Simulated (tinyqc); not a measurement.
KAI against NLS in time: switching kinetics of a ferroelectric film and the memory window of a ferroelectric gate stack. Computed by tinyqc, a small Python program. Command: `OMP_NUM_THREADS=1 python tinyqc.py 3001819 3001820 out.jsonl feswitch walk`. One thread of a shared host (Intel(R) Xeon(R) Processor @ 2.30GHz), about 0.02 s of CPU time with the checks.

Fields in MV/cm; 1 microcoulomb/cm^2 over eps_0 is 11.29409 MV/cm. In the stack (metal, ferroelectric, interlayer, channel) the channel is taken as a conductor.

Inputs (values chosen for the exercise, for a model hafnia-based film): dimension n = 2; half width w of log10 t = 0.79.

Method. KAI: 1 - exp[-(t/t1)^n]. NLS: the same kernel averaged over the Lorentzian F = (1/pi) w/[(z - log10 t1)^2 + w^2] in z = log10 tau.

Switched share:
```
log10(t/t1)     KAI      NLS
-3.0         0.0000  0.08619
-2.0         0.0001  0.12958
-1.0         0.0100  0.24315
-0.5         0.0952  0.36755
-0.2         0.3284  0.46988
0.0          0.6321  0.54322
0.2          0.9189  0.61360
0.5          1.0000  0.70270
1.0          1.0000  0.79962
2.0          1.0000  0.88527
3.0          1.0000  0.92066
```

What does the comparison show, and why?

KAI goes from 10 to 90 % within 0.67 decades of time; a Lorentzian of this width needs about 2 w tan(0.4 pi) = 4.9 decades. Three decades after t1, 7.9 % of the NLS film has not switched, and three decades before it 8.6 % already has: the tails set write margins and disturb errors.
